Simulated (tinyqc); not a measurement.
One anharmonic mode: perturbation theory, self-consistent phonons and exact levels. Inputs raised by 10 %, one at a time. Computed by tinyqc, a small Python program. Command: `OMP_NUM_THREADS=1 python tinyqc.py 3026378 3026379 out.jsonl scp sens`. One thread of a shared host (Intel(R) Xeon(R) Processor @ 2.30GHz), about 0.07 s of CPU time with the checks.

V(x) = k x^2/2 + b x^4 for one coordinate x of mass M. A constant K > 0 gives hbar Omega = sqrt((hbar^2/u) K/M) with K in eV/angstrom^2 and M in u.

Inputs (values chosen for the exercise, for a model mode):
```
quantity             value           unit
mode mass M            117              u
harmonic constant k   1.67  eV/angstrom^2
quartic constant b      17  eV/angstrom^4
temperature T           52              K
mixing                 0.7              -
```

Shape: single well.

Constants: hbar^2/u = 4.18015928e-03 eV angstrom^2; k_B = 8.617333262e-05 eV/K.

Method:
- Self-consistent phonon, centred at x = 0: K = k + 12 b <x^2>, <x^2> = (hbar Omega/(2K)) coth(hbar Omega/(2 k_B T)).
- Start at K = |k|; K(new) = K + mixing x (K_out - K), but at least K/20; stop when |K_out - K| < 1e-9 |k| or after 90 steps.
- Its free energy is F = k_B T ln[2 sinh(hbar Omega/(2 k_B T))] + (k - K)<x^2>/2 + 3 b <x^2>^2, an upper bound to the exact one.
- Basis: oscillator states n of the constant |k|, with x = s (a + a+), s^2 = hbar Omega/(2|k|); H = hbar Omega (n + 1/2) + (k - |k|) x^2/2 + b x^4, with exact matrix elements of x^2 and x^4.
- Exact values use 120 basis states: F = -k_B T ln sum exp(-E_n/(k_B T)), and <x^2> is the Boltzmann mean.

Runs; columns: (1) input moved; (2) from; (3) to; (4) self-consistent quantum (meV); (5) self-consistent <x^2> (angstrom^2); (6) E_1 - E_0 (meV); (7) exact <x^2> (angstrom^2):
```
(1)                                   (2)    (3)    (4)       (5)    (6)       (7)
base run                                -      -  8.888  0.002651  8.612  0.002682
mode mass M (u)                       117  128.7  8.456  0.002606  8.177  0.002637
harmonic constant k (eV/angstrom^2)  1.67  1.837  9.168  0.002527  8.926  0.002551
quartic constant b (eV/angstrom^4)     17   18.7  8.977  0.002610  8.685  0.002643
temperature T (K)                      52   57.2  8.939  0.002777  8.612  0.002814
```

Exponents ln(y'/y) / ln(x'/x):
```
input                self-consistent quantum  self-consistent <x^2>  E_1 - E_0  exact <x^2>
mode mass M                           -0.522                 -0.180     -0.543       -0.177
harmonic constant k                    0.326                 -0.504      0.376       -0.527
quartic constant b                     0.105                 -0.164      0.089       -0.153
temperature T                          0.061                  0.486      0.000        0.504
```

Among the inputs moved here: self-consistent quantum answers most in size to mode mass M (exponent -0.522), next to harmonic constant k (+0.326). Its exponent -0.522 in mode mass M: the harmonic or classical law. Self-consistent <x^2> answers most in size to harmonic constant k (exponent -0.504), next to temperature T (+0.486). E_1 - E_0 answers most in size to mode mass M (exponent -0.543), next to harmonic constant k (+0.376); its exponent is below 0.0005 for temperature T. exact <x^2> answers most in size to harmonic constant k (exponent -0.527), next to temperature T (+0.504).
